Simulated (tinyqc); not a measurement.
What moves the results: two-band k.p model of the Delta valleys near the X point under shear strain. A value that a table varies takes the place of the one given here.

Valley pair on the [001] axis, kz counted from the X point, c = hbar^2/2m0, k0 = kx0 2 pi/a. H = (c kz^2/ml + c (kx^2 + ky^2)/mt + c k0^2/ml) 1 + (2 c k0 kz/ml) sigma_z + (D exy - 2 c kx ky/Mp) sigma_x, so E = c kz^2/ml + c (kx^2 + ky^2)/mt + c k0^2/ml -/+ sqrt((2 c k0 kz/ml)^2 + (D exy - 2 c kx ky/Mp)^2). Without strain the lower band has its minima, E = 0, at kz = +/- k0. Shifts from diagonal strain are left out.

For |eta| < 1: k_min = k0 sqrt(1 - eta^2), E_min = -Delta eta^2/2, ml(eta) = ml/(1 - eta^2), 1/m[110] = 1/mt + eta/Mp, 1/m[1-10] = 1/mt - eta/Mp. For |eta| > 1 the minimum sits at X: E_min = -Delta (2 |eta| - 1)/2, ml(eta) = ml/(1 - 1/|eta|), and eta is replaced by its sign in the transverse masses. Here Delta = 2 c k0^2/ml and eta = D exy/Delta.

s11 = (C11 + C12)/((C11 - C12)(C11 + 2 C12)), s12 = -C12/((C11 - C12)(C11 + 2 C12)), s44 = 1/C44; exx = s11 sxx + s12 (syy + szz) and cyclic, exy = s44 sxy/2; tension is positive. A uniaxial stress X along the unit vector n is s_ij = X n_i n_j.

Constants: hbar^2/2m0 = 3.80998211 eV angstrom^2; kB = 8.617333262e-05 eV/K.

Parameters, chosen for this exercise (near those of Si; the results hold for these values, not for the real material): a = 5.418 angstrom (lattice constant); ml = 0.894 m0 (longitudinal mass); mt = 0.203 m0 (transverse mass); kx0 = 0.157 2 pi/a (distance of the minimum from X); D = 14.1 eV (shear deformation potential); Mp = 0.237 m0 (coupling mass); C11 = 168.3 GPa; C12 = 63.6 GPa; C44 = 79.7 GPa; Xu = 9.27 eV (uniaxial potential); T = 200 K (temperature); exy = -0.017 (shear strain).

## Sweep of the shear strain

Delta = 2 c k0^2/ml, eta = D exy/Delta.

The minimum:
```
exy,eta,k_min/k0,E_min (meV),ml(eta),m[110],m[1-10],density-of-states mass
0.0000,0.000,1.000,0.0,0.894,0.2030,0.2030,0.333
0.0020,0.100,0.995,-1.4,0.903,0.1870,0.2220,0.335
0.0050,0.250,0.968,-8.8,0.953,0.1673,0.2582,0.345
0.0100,0.499,0.867,-35.2,1.190,0.1422,0.3545,0.392
0.0150,0.749,0.663,-79.2,2.033,0.1237,0.5657,0.522
0.0180,0.898,0.439,-114.0,4.628,0.1147,0.8802,0.776
0.0240,1.198,0.000,-197.1,5.417,0.1093,1.4150,0.943
0.0321,1.602,0.000,-311.3,2.379,0.1093,1.4150,0.717
```

The valleys reach X at eta = 1, that is exy = 0.0200. The shift is quadratic up to eta = 1 (-8.8 meV at eta = 0.25, -35.2 meV at 0.50) and linear beyond, while 1/m[110] rises linearly, taking m[110] from 0.203 to its floor 0.1093, a gain of 86 % in 1/m. ml(eta) diverges at eta = 1; the largest value listed is 5.42. A deformation-potential model with fixed masses misses all of this.

## Tension along [110]: repopulation and mass change

The z valleys move against the x and y valleys by Xu (ezz - exx) and, through the shear, by E_min. Share of the z valleys n = w/(w + 2 exp(dE/kT)), dE the total relative shift, w = sqrt(ml(eta) m[110] m[1-10]/(ml mt^2)). Along [110]: 1/m_c = n/m[110] + (1 - n)(1/ml + 1/mt)/2. Fixed masses means E_min = 0, w = 1, m[110] = mt. Gains are against 3/(1/ml + 2/mt) at a fixed scattering time.

Results:
```
X (GPa),Xu (ezz - exx) (meV),E_min (meV),m[110],m_c fixed masses,m_c with shear,gain fixed (%),gain with shear (%)
0.00,0.0,0.0,0.2030,0.2735,0.2735,0.0,0.0
0.25,-11.1,-0.2,0.1964,0.2532,0.2477,8.0,10.4
0.50,-22.1,-0.9,0.1902,0.2354,0.2228,16.2,22.7
1.00,-44.3,-3.5,0.1790,0.2140,0.1885,27.8,45.1
1.50,-66.4,-7.8,0.1690,0.2062,0.1711,32.6,59.8
2.00,-88.5,-13.8,0.1601,0.2039,0.1605,34.1,70.4
3.00,-132.8,-31.2,0.1448,0.2031,0.1448,34.7,88.9
```

At 1 GPa repopulation alone gives 27.8 % and the shear terms raise it to 45.1 %. From 2 to 3 GPa the fixed-mass gain grows by 0.6 points, towards its ceiling of 34.7 % when all electrons sit in the z valleys, whereas the gain with shear grows by 18.5 points because m[110] keeps falling.

## What each parameter does

Delta = 2 c k0^2/ml, eta = D exy/Delta. Each row changes one parameter from the base and keeps the others.

Results:
```
case,eta,E_min (meV),ml(eta) (m0),m[110] (m0),m[1-10] (m0)
base,-0.8483,-101.67,3.1893,0.7426,0.1176
ml = 0.83142 m0,-0.7890,-94.56,2.2022,0.6261,0.1211
mt = 0.18879 m0,-0.8483,-101.67,3.1893,0.5823,0.1127
kx0 = 0.14601 2 pi/a,-0.9809,-117.56,23.5762,1.2699,0.1103
D = 13.113 eV,-0.7890,-87.94,2.3679,0.6261,0.1211
Mp = 0.22041 m0,-0.8483,-101.67,3.1893,0.9284,0.1140
exy = -0.01819,-0.9077,-116.41,5.0786,0.9124,0.1142
```

The largest shifts from the base row, up to three for each result and ties (the steps differ in size, so this ranks the rows, not the parameters). eta: kx0 -0.1325, ml +0.0594, D +0.0594, exy -0.0594; unchanged at the printed digits by mt and Mp. E_min (meV): kx0 -15.88, exy -14.73, D +13.74; unchanged at the printed digits by mt and Mp. ml(eta) (m0): kx0 +20.3869, exy +1.8894, ml -0.9871; unchanged at the printed digits by mt and Mp. m[110] (m0): kx0 +0.5273, Mp +0.1857, exy +0.1698. m[1-10] (m0): kx0 -0.0073, mt -0.0049, Mp -0.0036, ml +0.0036, D +0.0036.

tinyqc: `OMP_NUM_THREADS=1 python tinyqc.py 1081239 1081240 out.jsonl`; about 0.01 s, one thread, shared Intel(R) Xeon(R) Processor @ 2.30GHz.
